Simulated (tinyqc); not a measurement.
Carrier lifetime of an n-type layer with SRH, radiative, Auger and surface recombination: two steps of the calculation.

Uniform excess density dn = dp (no trapping), n = n0 + dn, p = p0 + dn, Boltzmann statistics, full ionisation. Surfaces enter as a rate 2 S dn/d, which holds while diffusion to them is fast.

Parameters, values chosen for the exercise; band and dielectric values close to those of silicon: temperature T = 300 K; radiative coefficient B = 4.78e-15 cm^3/s; Auger coefficient (two electrons) Cn = 2.9e-31 cm^6/s; Auger coefficient (two holes) Cp = 2.2e-31 cm^6/s; surface recombination velocity (both faces) S = 0 cm/s; sample thickness d = 60 um; generation rate G = 3.9e19 cm^-3 s^-1.

Constants: q = 1.602176634e-19 C, kB = 1.380649e-23 J/K, Vt = kB T/q. Results are converted to the units shown.

Problem 1. New dn. With e = n p - ni^2 = dn (n0 + p0 + dn): U_SRH = e/(tp0 (n + n1) + tn0 (p + p1)), U_rad = B e, U_Aug = (Cn n + Cp p) e, U_s = 2 S dn/d. Newton step on ln U(ln dn) = ln G, U the sum: k = d ln U/d ln dn (central difference over factors 1.0001), dn(new) = dn (G/U)^(1/k).

dn after iteration 1 = 2.9709565e14 cm^-3
n0 = 1.4000000e15 cm^-3
p0 = 1.7694221e5 cm^-3
n1 = 1.6117433e9 cm^-3
p1 = 1.5369636e11 cm^-3
tn0 = 3.9682540e-5 s
tp0 = 1.5873016e-6 s

Find: U_SRH; U_rad; U_Aug; U_s; k; dn after iteration 2.

Solution 1.

U_SRH = 3.4798e19 cm^-3 s^-1
U_rad = 2.4101e15 cm^-3 s^-1
U_Aug = 2.8110e14 cm^-3 s^-1
U_s = 0 cm^-3 s^-1
k = 0.32892
dn after iteration 2 = 4.2007e14 cm^-3

Problem 2. Lifetime, shares and quasi-Fermi splitting. tau = dn/U, shares of U, splitting Vt ln(n p/ni^2), radiative efficiency U_rad/U.

converged dn = 4.1749178e14 cm^-3
ni = 1.5739094e10 cm^-3
n0 = 1.4000000e15 cm^-3
p0 = 1.7694221e5 cm^-3
n1 = 1.6117433e9 cm^-3
p1 = 1.5369636e11 cm^-3
tn0 = 3.9682540e-5 s
tp0 = 1.5873016e-6 s

Wanted: tau; shares; quasi-Fermi splitting.

Solution 2.

tau = 1.0705e-5 s
shares (%): SRH 99.989, radiative 0.009, Auger 0.001, surface 0.000
quasi-Fermi splitting = 0.56468 V

SRH recombination takes the largest share. dn is 0.30 times the doping: intermediate injection.

Numbers from tinyqc (`OMP_NUM_THREADS=1 python tinyqc.py 2300145 2300146 out.jsonl`; about 0.01 s on one thread of a shared Intel Xeon 2.30GHz).
